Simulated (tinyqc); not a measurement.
Coherent transport through a tight-binding region between two chains, step by step. Computed by tinyqc, a small Python program that keeps every step. Settings: temperature = 77, mu = 0.43. Command: `OMP_NUM_THREADS=1 python tinyqc.py 27318 27319 out.jsonl` (the two numbers bound the seeds that draw the settings). One thread of a shared host (Intel(R) Xeon(R) Processor @ 2.60GHz), about 0.08 s of CPU time with the checks.

## Transmission at E = -0.45 eV

H of the central region (eV):
```
,1,2
1,0.000000,-1.260000
2,-1.260000,0.000000
```

Leads: semi-infinite chains with site energy 0:
```
parameter,value
lead hopping t (eV),1.130000
coupling to the left lead (eV),1.330000
coupling to the right lead (eV),0.880000
left contact site,1
right contact site,2
```

E = -0.450000 eV

Surface Green function g = (E - i sqrt(4 t^2 - E^2)) / (2 t^2); self-energy tc^2 g on each contact site; G = (E - H - Sigma)^(-1); Gamma = -2 Im Sigma; T = Gamma_L Gamma_R |G_LR|^2; local density of states -Im G_ii / pi.

g = -0.176208-0.867236i 1/eV

G (1/eV):
```
,1,2
1,0.060628-0.274377i,0.466251-0.103932i
2,0.466251-0.103932i,-0.075359-0.579070i
```

local density of states (1/eV): 0.087337  0.184324

transmission = 0.940378

## Transmission across the band

The same steps on a grid of energies.

T(E):
```
E (eV),T
-2.14700000,0.527909
-1.93230000,0.640758
-1.71760000,0.702627
-1.50290000,0.755254
-1.28820000,0.803354
-1.07350000,0.847213
-0.85880000,0.885905
-0.64410000,0.918079
-0.42940000,0.942324
-0.21470000,0.957423
0.00000000,0.962553
0.21470000,0.957423
0.42940000,0.942324
0.64410000,0.918079
0.85880000,0.885905
1.07350000,0.847213
1.28820000,0.803354
1.50290000,0.755254
1.71760000,0.702627
1.93230000,0.640758
2.14700000,0.527909
```

levels of the isolated region (eV): -1.260000  1.260000

## Current

I = (2e/h) int T(E) [f(E - mu - V/2) - f(E - mu + V/2)] dE at 77 K with mu = 0.43 eV, the bias not changing H; 2e^2/h = 77.48092 microsiemens; the integral runs over the band on 4001 points.

Current:
```
V (volt),I (microampere)
0.010000,0.730067
0.050000,3.650257
0.100000,7.300031
0.200000,14.596209
0.400000,29.161642
0.800000,58.078820
```
